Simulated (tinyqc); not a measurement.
Inside a calculation. Model: capillary instabilities by surface diffusion: grooving and agglomeration of films, edge retraction, wire break-up and smoothing of roughness. Computed by tinyqc, a small Python program that keeps every step. Command: `OMP_NUM_THREADS=1 python tinyqc.py 3016441 3016442 out.jsonl dewet walk`. One thread of a shared host (Intel(R) Xeon(R) Processor @ 2.30GHz), about 0.01 s of CPU time with the checks. Intermediate numbers are printed to about 7 digits and carried at full precision; extremes and crossings named in words are read from the listed rows.

Isotropic surface energy; shapes change by surface diffusion alone.

Inputs (values chosen for the exercise, of the order of those of silicon on oxide):
```
quantity,value,unit
surface energy gamma_s,1.45,J/m^2
grain-boundary energy gamma_b,0.44,J/m^2
contact angle on the substrate theta,125,degrees
atomic volume Omega,20,angstrom^3
surface sites nu,14,1/nm^2
prefactor D0,9.8e-06,m^2/s
activation energy Q,2.27,eV
temperature T,947,K
time t,460,s
film thickness h,4.6,nm
grain radius R,110,nm
wire radius r,7.7,nm
initial ripple over radius,0.01,-
roughness wavelength lambda,46,nm
```

Grooves: at the surface only.

Constants: k_B = 8.617333262e-05 eV/K; k_B = 1.380649e-23 J/K.

## The Mullins constant

B = D_s nu gamma_s Omega^2/(k_B T), D_s = D0 exp(-Q/(k_B T)).

D_s = 8.140659e-18 m^2/s

B = 5.055712 nm^4/s

length (B t)^(1/4) = 6.944405 nm

Lengths grow as t^(1/4): doubling one takes 16 times as long, or roughly 110 K more.

## Will grooves cut through?

Groove angle beta: sin(beta) = gamma_b/(2 gamma). For circular grains of radius R with spherical caps the groove ends (measured from the mean surface) at the depth R g(beta), g = (2 - 3 cos beta + cos^3 beta)/(3 sin^3 beta). The film parts if R g(beta_s) > h.

beta_s = 8.726856 degrees

sum of g = 0.03822592

critical R/h = 26.16026

final depth over h = 0.9140981

The grooves stop short by this estimate; triple junctions groove deeper and may still open.

## Groove growth in time

Mullins' isolated groove: depth below the flat surface d = 0.780 m (B t)^(1/4), m = tan(beta_s), width between the ridges 4.6 (B t)^(1/4); time to reach h: (h/(0.780 m))^4/B.

groove depth = 0.8314603 nm

groove width = 31.94426 nm

time to reach the substrate = 430946.2 s

Caution: the grains are too small for the surface groove ever to reach the depth h.

## Retraction of a straight edge

A rim shaped as a circular segment with contact angle theta holds the area h x; its radius r obeys r^2 (theta - sin theta cos theta) = h x. To advance, the edge must carry a strip of the rim height H = r (1 - cos theta) over the rim, driven by the curvature 1/r over the distance r theta (the scaling argument of Brandon and Bradshaw): H dx/dt = B/(theta r^2) gives x^(5/2) = (5/2) B t c^(3/2)/(theta (1 - cos theta) h^(3/2)), c = theta - sin theta cos theta.

retraction x = 14.05928 nm

rim height H = 7.771446 nm

present speed = 0.01222546 nm/s

The rim is 1.7 times the film thickness. x goes as t^(2/5) h^(-3/5): thin films retract faster.

## Break-up of a free wire

A wire with r + A cos(k z) has dA/dt = (B/r^4) (kr)^2 [1 - (kr)^2] A: unstable for wavelengths above 2 pi r, fastest at kr = 1/sqrt 2 with the rate B/(4 r^4); break-up time about (4 r^4/B) ln(r/A0); each wavelength makes a sphere of radius (3 r^2 lambda_m/4)^(1/3).

fastest wavelength = 68.42040 nm

break-up time = 12808.15 s

radius of the spheres = 14.49026 nm

t over the break-up time = 0.03591465

The wire survives t. Caution: faceting can stabilise wires along low-index directions.

## Smoothing against break-up

Roughness of wavelength lambda on a flat face decays as exp[-B (2 pi/lambda)^4 t]; the smoothing time is that for a factor e^3.

Times (s); the last column is (h/(0.780 tan beta_s))^4/B:
```
T (K),B (nm^4/s),smoothing,wire break-up,groove to depth h
805,4.399006e-02,1.959199e+05,1.472021e+06,4.952801e+07
852,2.527442e-01,3.409981e+04,2.562049e+05,8.620335e+06
900,1.244560e+00,6.924961e+03,5.202988e+04,1.750611e+06
947,5.055712e+00,1.704711e+03,1.280815e+04,4.309462e+05
994,1.794568e+01,4.802565e+02,3.608351e+03,1.214075e+05
1042,5.803097e+01,1.485160e+02,1.115858e+03,3.754443e+04
1136,4.311585e+02,1.998923e+01,1.501867e+02,5.053222e+03
```

All times share 1/B, so their ratios do not depend on T: break-up over smoothing is 7.5. On a flat face this roughness is smoothed before the wire breaks, but by less than a factor 10. Smoothing is safe for lambda well below 2 pi r, above which a ripple along the wire grows instead. B spans 4.0 decades over these rows.

Checks made by the program: g against the volume of a spherical cap (relative difference below 1e-10).
